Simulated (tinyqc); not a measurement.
Worked calculation: sp3 tight binding, zinc-blende lattice. Computed by tinyqc, a small Python program that keeps every step. Command: `OMP_NUM_THREADS=1 python tinyqc.py 28084 28085 out.jsonl` (the two numbers bound the seeds that draw the settings). One thread of a shared host (Intel(R) Xeon(R) Processor @ 2.60GHz), about 0.01 s of CPU time with the checks.

## Bloch Hamiltonian at k

Parameters chosen for this model: zinc-blende lattice, anion at 0, cation at a/4 (1,1,1); V = eta hbar^2 / (m d^2), hbar^2/m = 7.619964 eV angstrom^2:
```
parameter          value      unit
a               3.540000  angstrom
d               1.532865  angstrom
Es anion      -16.830000        eV
Ep anion       -9.290000        eV
Es cation      -9.100000        eV
Ep cation      -5.250000        eV
eta ss         -1.400000
eta sp          1.840000
eta pp sigma    3.240000
eta pp pi      -0.810000
V ss           -4.540181        eV
V sp            5.967095        eV
V pp sigma     10.507276        eV
V pp pi        -2.626819        eV
```

k point k (2 pi / a): -0.62000  0.62000  -0.64000

Slater-Koster rules over the four bonds with direction cosines (l, m, n): ss V_ss; s-px l V_sp; px-s -l V_sp; px-px l^2 V_pps + (1 - l^2) V_ppp; px-py l m (V_pps - V_ppp); each times exp(i k.d).

H(k) at k (eV), lower triangle (Hermitian):
```
                     a s               a px              a py               a pz
a s            -16.83000
a px             0.00000           -9.29000
a py             0.00000            0.00000          -9.29000
a pz             0.00000            0.00000           0.00000           -9.29000
c s   -3.07439-10.48914i  -5.40906-3.43270i  5.40906+3.43270i  -5.05106-3.67600i
c px    5.40906+3.43270i   1.18584+4.04581i  6.41888+4.67145i  -6.87383-4.36226i
c py   -5.40906-3.43270i   6.41888+4.67145i  1.18584+4.04581i   6.87383+4.36226i
c pz    5.05106+3.67600i  -6.87383-4.36226i  6.87383+4.36226i   1.18584+4.04581i

           c s      c px      c py      c pz
c s   -9.10000
c px   0.00000  -5.25000
c py   0.00000   0.00000  -5.25000
c pz   0.00000   0.00000   0.00000  -5.25000
```

## Levels at k

Diagonalise the Hermitian matrix.

eigenvalues (eV): -29.16512  -24.28429  -19.13017  -19.01320  2.82475  4.47320  4.58583  10.15899

weights |c|^2 of the basis functions:
```
       band 1   band 2   band 3   band 4   band 5   band 6   band 7   band 8
a s   0.51280  0.13481  0.00013  0.00000  0.29671  0.00000  0.00006  0.05548
a px  0.03512  0.14180  0.09817  0.29300  0.02614  0.20700  0.07040  0.12837
a py  0.03512  0.14180  0.09817  0.29300  0.02614  0.20700  0.07040  0.12837
a pz  0.03264  0.14637  0.38868  0.00000  0.02903  0.00000  0.27399  0.12929
c s   0.21328  0.21605  0.00034  0.00000  0.46608  0.00000  0.00043  0.10383
c px  0.05844  0.07036  0.07029  0.20700  0.04981  0.29300  0.10033  0.15077
c py  0.05844  0.07036  0.07029  0.20700  0.04981  0.29300  0.10033  0.15077
c pz  0.05417  0.07845  0.27394  0.00000  0.05628  0.00000  0.38405  0.15310
```

## Bloch Hamiltonian at X

k point X (2 pi / a): 1  0  0

As before.

H(k) at X (eV), lower triangle (Hermitian):
```
                    a s               a px               a py               a pz
a s           -16.83000
a px            0.00000           -9.29000
a py            0.00000            0.00000           -9.29000
a pz            0.00000            0.00000            0.00000           -9.29000
c s             0.00000  0.00000+13.78042i            0.00000            0.00000
c px  0.00000-13.78042i            0.00000            0.00000            0.00000
c py            0.00000            0.00000            0.00000  0.00000-17.51213i
c pz            0.00000            0.00000  0.00000-17.51213i            0.00000

           c s      c px      c py      c pz
c s   -9.10000
c px   0.00000  -5.25000
c py   0.00000   0.00000  -5.25000
c pz   0.00000   0.00000   0.00000  -5.25000
```

## Levels at X

As before.

eigenvalues (eV): -25.98737  -24.89824  -24.89824  -22.97574  3.90737  4.58574  10.35824  10.35824

## Bands along a path

The same steps at evenly spaced points between the labelled ones.

Bands along the path (eV):
```
k            band 1     band 2     band 3     band 4   band 5   band 6    band 7    band 8
L         -28.22335  -26.04735  -19.69381  -19.69381  2.60947  5.15381   5.15381  11.19122
L-G 0.20  -28.89966  -24.85904  -19.29859  -19.29859  2.74922  4.75859   4.75859  10.53948
L-G 0.40  -29.88910  -22.36560  -18.19640  -18.19640  3.02566  3.65640   3.65640   8.75903
L-G 0.60  -30.74199  -19.19128  -16.65685  -16.65685  2.11685  2.11685   2.84029   6.62298
L-G 0.80  -31.32462  -16.05716  -15.19542  -15.19542  0.65542  0.65542   1.21890   5.69288
G         -31.53245  -14.56029  -14.56029  -14.56029  0.02029  0.02029   0.02029   5.60245
G-X 0.20  -31.25076  -16.08746  -16.08746  -15.14140  0.27287  1.54746   1.54746   5.64929
G-X 0.40  -30.41043  -19.19264  -19.19264  -16.73653  0.98011  4.65264   4.65264   5.69685
G-X 0.60  -29.04165  -22.16141  -22.16141  -18.98833  1.99980  5.56018   7.62141   7.62141
G-X 0.80  -27.27562  -24.18614  -24.18614  -21.43470  3.12222  5.11810   9.64614   9.64614
X         -25.98737  -24.89824  -24.89824  -22.97574  3.90737  4.58574  10.35824  10.35824
X-W 0.20  -25.98737  -24.89824  -24.89824  -22.97574  3.90737  4.58574  10.35824  10.35824
X-W 0.40  -25.98737  -24.89824  -24.89824  -22.97574  3.90737  4.58574  10.35824  10.35824
X-W 0.60  -25.98737  -24.89824  -24.89824  -22.97574  3.90737  4.58574  10.35824  10.35824
X-W 0.80  -25.98737  -24.89824  -24.89824  -22.97574  3.90737  4.58574  10.35824  10.35824
W         -25.98737  -24.89824  -24.89824  -22.97574  3.90737  4.58574  10.35824  10.35824
```

With 4 band(s) filled, the highest filled level on these points lies at G and the lowest empty one at G: a gap of 14.5806 eV, direct.
